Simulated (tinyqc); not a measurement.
Configuration-coordinate model of a defect: Huang-Rhys factor and luminescence line shape: one step, computed by the program tinyqc. Command: `OMP_NUM_THREADS=1 python tinyqc.py 3019828 3019829 out.jsonl ccline walk`. One thread of a shared host (Intel(R) Xeon(R) Processor @ 2.30GHz), about 0.02 s of CPU time with the checks.

Ground state E_g(Q) = (1/2) omega_g^2 Q^2; excited state E_e(Q) = E_0 + (1/2) omega_e^2 (Q - dQ)^2 with omega_e = omega_g and E_0 = E_ZPL. Q is mass-weighted; the dipole does not depend on Q (Condon approximation).

Problem. Huang-Rhys factors and vertical energies. S = hbar omega dQ^2/(2 hbar^2/u) for each state; relaxation energy S hbar omega; absorption at E_0 + S_e hbar omega_e, emission at E_0 - S_g hbar omega_g; the Stokes shift is their difference.

Inputs (values chosen for the exercise, for a model defect): zero-phonon energy E_ZPL = 0.546 eV; displacement dQ = 0.749 u^(1/2) angstrom; ground-state phonon hbar omega_g = 14 meV.

Modes: equal frequencies in both states.

Constants: hbar^2/u = 4.18015928e-03 eV angstrom^2.

Give: S_g; S_e; relaxation energy, ground state; relaxation energy, excited state; vertical absorption energy; vertical emission energy; Stokes shift.

Solution.

S_g = 0.9394

S_e = 0.9394

relaxation energy, ground state = 0.01315 eV

relaxation energy, excited state = 0.01315 eV

vertical absorption energy = 0.5592 eV

vertical emission energy = 0.5328 eV

Stokes shift = 0.02630 eV

The coupling is intermediate: phonon replicas can be resolved beside the zero-phonon line.
